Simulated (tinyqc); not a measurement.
From results back to parameters: overlap of hydrogenic dopants: pairs, impurity band and the Mott density. Five cases, with inputs chosen for the exercise.

Problem. Ry* = Ry m/eps^2, aB = a0 eps/m, and the Mott density is (0.26/aB)^3 (1/angstrom^3 = 1e24/cm^3). Binding energy and critical density come from a hidden mass and dielectric constant.

Constants: Ry = 13.60569312 eV; a0 (Bohr radius) = 0.5291772105 angstrom.

Find: aB; eps; m.

Method. aB = 0.26/n^(1/3); the product Ry* aB = Ry a0/eps gives eps, and m = a0 eps/aB.

Case 1.

binding energy = 35.31291 meV
critical density = 3.673765e+18 1/cm^3

Solution.

aB = 16.85 angstrom
eps = 12.10
m = 0.380 m0

Case 2.

binding energy = 32.11094 meV
critical density = 1.336856e+18 1/cm^3

Solution.

aB = 23.60 angstrom
eps = 9.50
m = 0.213 m0

Case 3.

binding energy = 26.63339 meV
critical density = 8.373595e+17 1/cm^3

Solution.

aB = 27.58 angstrom
eps = 9.80
m = 0.188 m0

Case 4.

binding energy = 30.45692 meV
critical density = 2.242093e+18 1/cm^3

Solution.

aB = 19.87 angstrom
eps = 11.90
m = 0.317 m0

Case 5.

binding energy = 6.01380 meV
critical density = 4.354573e+16 1/cm^3

Solution.

aB = 73.90 angstrom
eps = 16.20
m = 0.116 m0

Computed by tinyqc, one run a case: `OMP_NUM_THREADS=1 python tinyqc.py N N+1 out.jsonl` with N = 1452215, 1452267, 1452402, 1452532, 1452569; one thread of a shared Intel(R) Xeon(R) Processor @ 2.30GHz, about 0.01 s a run at most.
